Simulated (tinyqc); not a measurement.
Electron-beam lithography: double-Gaussian proximity function, edge placement and dose correction for parallel lines: one step, computed by the program tinyqc.

Lines are infinitely long. Absorbed energy is counted so that the middle of a very large area written at dose 1 receives 1; the resist develops where it exceeds 1/2.

Question. Dose to size and latitude. A test line of width w << beta in surroundings of density rho, all at dose d: near its edge E(x) = d [S + eta rho]/(1 + eta), S = [erf((b - x)/alpha) - erf((a - x)/alpha)]/2 for edges a and b, the second term being the background energy. Dose to size d_s = (1 + eta)/(erf(w/alpha) + 2 eta rho), dose = d_s D0; edge slope d [1 - exp(-w^2/alpha^2)]/(sqrt(pi) alpha (1 + eta)); width change per 1 % of dose = 2 x 0.01 x (1/2)/slope.

Inputs (values chosen for the exercise, of the order of those for 20 keV electrons in resist on silicon):
```
quantity                              value               unit
forward range alpha                   0.019         micrometre
backscatter ratio eta                  0.48                  -
base dose D0                            290  microcoulomb/cm^2
width of the test line                0.052         micrometre
pattern density around the test line    0.5                  -
```

Give: dose to size d_s; dose; edge slope; width change per 1 % of dose; background energy.

Answer.

dose to size d_s = 1.0001

dose = 290.02 microcoulomb/cm^2

edge slope = 0.020054 1/nm

width change per 1 % of dose = 0.49866 nm

background energy = 0.16217

The background supplies 32 % of the threshold.
